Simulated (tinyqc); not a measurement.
Strain, valley repopulation and piezoresistance in a many-valley conduction band: one step, computed by the program tinyqc. Command: `OMP_NUM_THREADS=1 python tinyqc.py 3015243 3015244 out.jsonl valleys walk`. One thread of a shared host (Intel(R) Xeon(R) Processor @ 2.30GHz), about 0.02 s of CPU time with the checks.

Valleys are ellipsoids with mass m_l along the axis a and m_t across it, parabolic, with one constant relaxation time; strain shifts the valleys and leaves the masses alone. Currents are taken along [111], along the load, and along [1-10], across the load.

Question. Mobility tensor and resistance change. Mobility tensor mu = e tau sum_v (n_v/n) [1/m_t + (1/m_l - 1/m_t) a a^T]; unstrained mu_0 = e tau (1/m_l + 2/m_t)/3; resistivity along d from the inverse tensor, rho_d = d.mu^-1.d/(n e), mobility along d = 1/(d.mu^-1.d); gauge pi_d = (rho_d/rho_0 - 1)/X.

Inputs (values chosen for the exercise, modelled on germanium):

| quantity | value | unit |
|---|---|---|
| longitudinal mass m_l | 1.64 | m_0 |
| transverse mass m_t | 0.0805 | m_0 |
| relaxation time tau | 76 | fs |
| temperature T | 400 | K |

Valley axes: <111> (4 valleys). Load: uniaxial [111].

share of the electrons: [111] 0.2914869, [-111] 0.2361710, [1-11] 0.2361710, [11-1] 0.2361710

Constants: e = 1.602176634e-19 C; m_0 = 9.1093837015e-31 kg.

Give: mobility tensor; unstrained mobility mu_0; mobility along the first direction; mobility along the second direction; resistance change along the first direction; resistance change along the second direction.

Answer.

mobility tensor (cm^2/(V s)):
```
      x     y     z
x  1134   -29   -29
y   -29  1134   -29
z   -29   -29  1134
```

unstrained mobility mu_0 = 1134 cm^2/(V s)

mobility along the first direction = 1076 cm^2/(V s)

mobility along the second direction = 1163 cm^2/(V s)

resistance change along the first direction = 5.412 %

resistance change along the second direction = -2.503 %

The mobility lies between e tau/m_l = 81.5 and e tau/m_t = 1660; the trace stays at 3 mu_0. Along the first direction the filled valleys present more of their heavy mass.
